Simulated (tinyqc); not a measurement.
Resistance of a source-drain extension with a graded tip: one step of the calculation.

y runs along the channel, the gate covers y > 0. The doping is N0 for y < y0 and N0 10^(-(y - y0)/la) beyond, uniform over the depth xj. Sheet conductance s(y) = q mu(N) max(N - Nch, 0) xj + (for y > 0) ma Cox Vo, with mu(N) = u0 + (u1 - u0)/(1 + (N/Nr)^au) and Cox = eps0 eox/tox. Current is taken as one-dimensional; depletion of the tip, spreading and the contact are left out. The metallurgical junction lies at yj, where N = Nch.

Problem. Resistance of the overlapped part. Midpoint rule on 11 equal steps from 0 to yj: R_ov = sum h/s(y), per width.

Values chosen for this exercise; mobility law close to that of electrons in silicon:
- eox = 9.2 (relative permittivity of the gate insulator (close to aluminium oxide))
- tox = 3.3 nm (insulator thickness)
- N0 = 6.4e19 cm^-3 (active doping of the extension far from the gate)
- la = 3 nm/decade (lateral abruptness)
- y0 = 1.4 nm (position under the gate where the fall begins (gate edge at 0))
- xj = 11 nm (depth of the extension)
- Nch = 1.1e18 cm^-3 (channel doping)
- Vo = 0.44 V (gate overdrive)
- ma = 110 cm^2/(V s) (mobility of the gate-induced layer)
- u1 = 1414 cm^2/(V s) (mobility at low doping)
- u0 = 68.5 cm^2/(V s) (mobility at high doping)
- Nr = 9.2e16 cm^-3 (reference doping)
- au = 0.711 (exponent)

Constants: q = 1.602176634e-19 C, eps0 = 8.8541878128e-14 F/cm where lengths are in cm. Results are converted to the units shown.

Wanted: y; N; doped conductance; sheet resistance; R_ov.

Solution.

```
point   y (nm)  N (cm^-3)  doped conductance (uS)  sheet resistance (ohm/square)
0      0.30429  6.4000e19                  900.15                         980.76
1      0.91287  6.4000e19                  900.15                         980.76
2       1.5214  5.8304e19                  827.32                         1056.2
3       2.1300  3.6546e19                  545.54                         1503.7
4       2.7386  2.2908e19                  363.59                         2070.1
5       3.3472  1.4359e19                  244.44                         2747.9
6       3.9558  9.0004e18                  164.72                         3518.7
7       4.5643  5.6416e18                  109.60                         4365.5
8       5.1729  3.5362e18                  69.559                         5290.1
9       5.7815  2.2166e18                  38.445                         6332.4
10      6.3901  1.3894e18                  12.190                         7595.2
```

R_ov = 22.177 ohm um

Numbers from tinyqc (`OMP_NUM_THREADS=1 python tinyqc.py 2282049 2282050 out.jsonl`; about 0.03 s on one thread of a shared Intel Xeon 2.30GHz).
